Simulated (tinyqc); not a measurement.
Classical nucleation, growth and JMAK kinetics of crystallisation from a melt or glass: one step, computed by the program tinyqc. Command: `OMP_NUM_THREADS=1 python tinyqc.py 3025886 3025887 out.jsonl nucl walk`. One thread of a shared host (Intel(R) Xeon(R) Processor @ 2.30GHz), about 0.01 s of CPU time with the checks.

A spherical nucleus cap on a flat wall with a sharp interface of isotropic energy gamma; lambda = Omega^(1/3) is the jump distance.

Problem. Fraction transformed and grain size. JMAK with steady nucleation and growth, nuclei spread at random: extended fraction X_e = (pi/3) I u^3 t^4, X = 1 - exp(-X_e); t_X = [-3 ln(1 - X)/(pi I u^3)]^(1/4); final grains per volume = Gamma(5/4) (3/pi)^(1/4) (I/u)^(3/4), Gamma(5/4) = 0.9064024771. Grain size = (grains per volume)^(-1/3).

Inputs (values chosen for the exercise, for a model substance): atomic volume Omega = 14.2 angstrom^3; temperature T = 498 K; time t = 9.6 s.

Nucleation: on a flat wall. Driving force: Turnbull (linear).

nucleation rate I = 5.609511e+11 1/(m^3 s)

growth velocity u = 2.344882e-05 m/s

Give: extended fraction; fraction X at t; half time t_0.5; grains per volume; grain size.

Solution.

extended fraction = 64.33

fraction X at t = 1

half time t_0.5 = 3.093 s

grains per volume = 1.724e+12 1/m^3

grain size = 83.41 micrometre

t is 3.1 half times: the change is complete. Caution: homogeneous nucleation, left out here, would be as fast or faster: the wall offers too few sites or too small a cut in the barrier. Caution: homogeneous nucleation, left out here, would be as fast or faster.
